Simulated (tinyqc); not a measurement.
Smearing for a one-band metal on the square lattice: one step. Occupations and energies.

With x = (E_k - mu)/sigma: Gaussian f = erfc(x)/2, s = exp(-x^2)/(2 sqrt(pi)). With weights w = points/N^d (d the dimension), mu solves 2 sum w f = ne; E = 2 sum w f E_k, S = 2 sum w s, F = E - sigma S.

Inputs chosen for the exercise: ne = 0.87 (electrons per cell); sigma = 0.123 eV (width).

Distinct levels:

| E_k (eV) | points |
|---|---|
| -3.600000 | 1 |
| -3.030000 | 4 |
| -2.130000 | 4 |
| -1.890000 | 4 |
| -1.320000 | 2 |
| -0.330000 | 8 |
| 0.570000 | 4 |
| 2.790000 | 4 |
| 4.350000 | 4 |
| 6.240000 | 1 |

Question. Converge mu, then list x, f and s of each level and form the sums.

Give: mu; x, f and s of each level; E; S; F; (E + F)/2.

Answer.

mu = -0.4508 eV

x, f and s of each level:

| E_k (eV) | x | f | s |
|---|---|---|---|
| -3.6000 | -25.60 | 1.0000 | 0.0000 |
| -3.0300 | -20.97 | 1.0000 | 0.0000 |
| -2.1300 | -13.65 | 1.0000 | 0.0000 |
| -1.8900 | -11.70 | 1.0000 | 0.0000 |
| -1.3200 | -7.07 | 1.0000 | 0.0000 |
| -0.3300 | 0.98 | 0.0825 | 0.1076 |
| 0.5700 | 8.30 | 0.0000 | 0.0000 |
| 2.7900 | 26.35 | 0.0000 | 0.0000 |
| 4.3500 | 39.03 | 0.0000 | 0.0000 |
| 6.2400 | 54.40 | 0.0000 | 0.0000 |

E = -1.9254 eV
S = 0.0478
F = -1.9313 eV
(E + F)/2 = -1.9284 eV

Levels with f between 0.001 and 0.999: 1. (E + F)/2 removes the term in sigma^2 for this scheme. That argument needs a smooth density of states, and the number of distinct levels within 2 sigma of mu is only 1, so it may fail on this mesh.

Program tinyqc; command `OMP_NUM_THREADS=1 python tinyqc.py 1652429 1652430 out.jsonl`; about 0.07 s on one thread of a shared Intel(R) Xeon(R) Processor @ 2.30GHz.
